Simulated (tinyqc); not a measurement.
Inside a calculation: nanosheet or nanowire with hard walls, valleys of the Si type. Values are carried at full precision from step to step, so a last printed digit may differ when a step is redone from the rounded ones.

Six ellipsoidal valleys along the cube axes: inverse mass tensor w = 1/mt + (1/ml - 1/mt) a a^T with a the unit axis. Device axes: x along the channel, z = [001], y = z x x.

Constants: hbar^2/2m0 = 3.80998211 eV angstrom^2; hbar = 6.58211957e-16 eV s; e^2/h = 3.874045865e-05 S; kB = 8.617333262e-05 eV/K.

Inputs chosen for the exercise (near those of Si; not measured data): ml = 0.914 m0 (longitudinal mass); mt = 0.193 m0 (transverse mass); channel = 110 (transport direction x on a (001) wafer); W = 190 angstrom (width, along y); H = 56 angstrom (height, along z = [001]); dE = 0.028 eV (EF above the lowest subband edge); T = 300 K (temperature); g_all = 6 (number of valleys).

## Valley masses for a [110] channel

Rotate w into the device axes and group equal valleys (|w_yz| counts); order by w_zz, then w_yy. 1/m_x = w_xx - w_xc w_c^-1 w_cx with c the block (y, z).

Valleys:
```
group  valleys g    w_yy    w_zz  |w_yz|  m_x (m0)
A              2  5.1813  1.0941  0.0000    0.1930
B              4  3.1377  5.1813  0.0000    0.5535
```

The lightest transport mass, 0.193 m0, belongs to group A.

## One-dimensional subbands

Hard walls around a W x H rectangle. The block w_c of w in (y, z) confines; the transport mass follows from 1/m_x = w_xx - w_xc w_c^-1 w_cx. The cross-section problem c (w_yy ky^2 + 2 w_yz ky kz + w_zz kz^2), c = hbar^2/2m0, is solved in products sin(n pi y/W) sin(l pi z/H), n, l = 1 to 12; if w_yz = 0 the levels are c pi^2 (w_yy n^2/W^2 + w_zz l^2/H^2). The w_yz term couples (n, l) to (n', l') by -2 c w_yz D_nn'(W) D_ll'(H) with D_nm(L) = 4 n m/(L (n^2 - m^2)) for n + m odd and 0 otherwise.

The ten lowest levels of all groups together, numbered within each group.

Subbands:
```
label  valleys g  m_x (m0)  E (eV)
A1             2    0.1930  0.0185
A2             2    0.1930  0.0347
A3             2    0.1930  0.0579
A4             2    0.1930  0.0617
B1             4    0.5535  0.0654
A5             2    0.1930  0.0741
B2             4    0.5535  0.0752
B3             4    0.5535  0.0915
A6             2    0.1930  0.0995
A7             2    0.1930  0.1010
```

The lowest subband is A1; the number of further ones in the list within kB T = 25.9 meV of it at 300 K is 1.

## Modes, density and velocity at zero temperature

With EF = E_lowest + dE, each subband below EF has k_F = sqrt(m_x (EF - E)/c), carries n = 2 g k_F/pi electrons per length (spin included), moves at v = 2 c k_F/(hbar m_x) and adds 2 g e^2/h to the ballistic conductance; c = hbar^2/2m0, 1 angstrom/s = 1e-8 cm/s.

Occupied subbands:
```
label  k_F (1/angstrom)  n (1/nm)  v (1e7 cm/s)
A1               0.0377     0.480          2.26
A2               0.0245     0.311          1.47
```

total n = 0.791 1/nm
ballistic conductance = 309.9 microsiemens

EF lies below the last listed level, so the count is complete for these valleys (other families, and non-parabolicity above about 0.2 eV, are left out): 2 subbands with 4 valley modes. The Fermi velocity, averaged with the densities as weights, is 1.95 x 1e7 cm/s; the mean over all filled states moving one way is half of it.

## Threshold shift from confinement

Without degeneracy the line density is N1 exp((EF - Ec)/kB T) with N1 = sum 2 g sqrt(m_x kB T/(4 pi c)) exp(-E/kB T), here over n, l up to 80 where w_yz = 0 and over all levels of a 12 x 12 sine basis otherwise; the classical value is W H Nc with Nc = 2 g_all (m_dos kB T/(4 pi c))^(3/2), m_dos = (ml mt^2)^(1/3); dVt = kB T ln(W H Nc/N1).

Form N1, W H Nc and dVt.

N1 = 0.6868 1/nm
W H Nc = 2.956 1/nm
dVt = 37.7 mV

## Checks

- Lowest level of group A on a 40 x 40 difference grid against the sine basis, eV: both 0.019.

tinyqc: `OMP_NUM_THREADS=1 python tinyqc.py 1282094 1282095 out.jsonl`; about 0.05 s, one thread, shared Intel(R) Xeon(R) Processor @ 2.30GHz.
